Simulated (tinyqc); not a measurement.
Inside a calculation. Model: surface segregation during layer-by-layer epitaxy: two-layer exchange kinetics and the shape of quantum wells and delta layers. Computed by tinyqc, a small Python program that keeps every step. Command: `OMP_NUM_THREADS=1 python tinyqc.py 3012078 3012079 out.jsonl mbeseg walk`. One thread of a shared host (Intel(R) Xeon(R) Processor @ 2.30GHz), about 0.01 s of CPU time with the checks. Intermediate numbers are printed to about 7 digits and carried at full precision; extremes and crossings named in words are read from the listed rows.

Atoms A and B exchange only between the growing layer and the one below it. B is supplied for N layers, then pure A follows.

Inputs (values chosen for the exercise, close to those used for phosphorus in silicon): barrier E1 for B to move up = 1.64 eV; segregation energy E_s = 0.49 eV; attempt frequency nu = 10 THz; growth rate G = 1.1 layers/s; share x0 of B in the flux during the well = 0.067; layers in the well N = 6; layer thickness = 1.36 angstrom; temperature T = 380 C.

Constants: k_B = 8.617333262e-05 eV/K.

## Exchange rates

p1 = nu exp(-E1/(k_B T)) (B up, A down), p2 = nu exp(-(E1 + E_s)/(k_B T)) (B down); time per layer tau = 1/G; K = p1/p2. Temperatures in kelvin are T(C) + 273.15. Dilute equilibrium share passed up per layer R_eq = K/(1 + K).

p1 = 2.216038 1/s

p2 = 3.670140e-04 1/s

p1 tau = 2.014580

K = 6038.021

R_eq = 0.9998344

Exchange and growth compete.

## The second layer

Each layer is deposited complete with B share x_dep and then exchanges for the time tau = 1/G with the layer below, whose share is b (total c = s + b fixed): ds/dt = p1 b (1 - s) - p2 s (1 - b), s(0) = x_dep. With the roots s1 < s2 of the right side, (s - s1)/(s - s2) = [(s(0) - s1)/(s(0) - s2)] exp(-(p1 - p2)(s2 - s1) tau). The lower layer is then buried with c - s, and s becomes the b of the next layer. Layer 1 is deposited on pure A with share x0; with nothing to lift from below, take b = 0 and s(0) = x0 for it. Then layer 2 has x_dep = x0.

share in layer 1 after its exchange = 0.06698992

root s1 for layer 2 = 0.1339643

root s2 for layer 2 = 1.000357

share in layer 2 after its exchange = 0.1229721

share buried in layer 1 = 0.01101786

## Buried profile

In the dilute tail each layer passes up the share R = R_eq (1 - exp(-(p1 + p2) tau)); decay length = -layer thickness/ln R. Index 0 is the last layer of pure A below the well. Share of B outside the intended layers 1..N = 1 - (sum over 1..N)/(N x0).

Share of B:
```
layer  intended      buried
0         0.000  0.00001008
1         0.067  0.01101786
2         0.067  0.02145345
3         0.067  0.03081667
4         0.067  0.03883423
5         0.067  0.04543991
6         0.067  0.04480186
7         0.000  0.03523189
8         0.000  0.02823687
9         0.000  0.02295803
10        0.000  0.01887536
11        0.000  0.01565634
12        0.000  0.01307881
16        0.000  0.00668580
21        0.000  0.00307433
31        0.000  0.00070346
```

share passed up R = 0.8665246

decay length = 9.492912 angstrom

peak share (largest buried share) = 0.04543991

share of B outside the well = 0.5214826

The peak reaches 68 % of x0. B is missing at the lower interface and trails into the cap. Caution: two-layer exchange with complete layers is a simplification that can understate segregation at low temperature; desorption, step-edge exchange and surfactants are left out.

## Kinetic against equilibrium segregation over temperature

R_eq = K/(1 + K).

Segregation:
```
T (C)        p1 tau       R_eq             R  decay length (angstrom)  peak share
260    2.857330e-03  0.9999767  2.853251e-03             2.321098e-01  0.06700000
300    3.450534e-02  0.9999509  3.391679e-02             4.019097e-01  0.06700000
340    3.010574e-01  0.9999062  2.599612e-01             1.009484e+00  0.06694598
380    2.014580e+00  0.9998344  8.665246e-01             9.492912e+00  0.04543991
420    1.082531e+01  0.9997264  9.997065e-01             4.633666e+03  0.00054675
460    4.841860e+01  0.9995720  9.995720e-01             3.176597e+03  0.00028675
500    1.854674e+02  0.9993608  9.993608e-01             2.126879e+03  0.00042751
540    6.225016e+02  0.9990824  9.990824e-01             1.481435e+03  0.00061232
```

The decay length peaks at 420 C among these rows: below, exchange is too slow; above, equilibrium rules and K = exp(E_s/(k_B T)) falls. p1 tau passes 1 between 340 and 380 C, below which sharp interfaces can be grown. Caution: decay lengths below one layer thickness are only formal.

Checks made by the program: closed form against integration of the exchange equation (relative difference below 1e-10); conservation of B (relative difference below 1e-10).
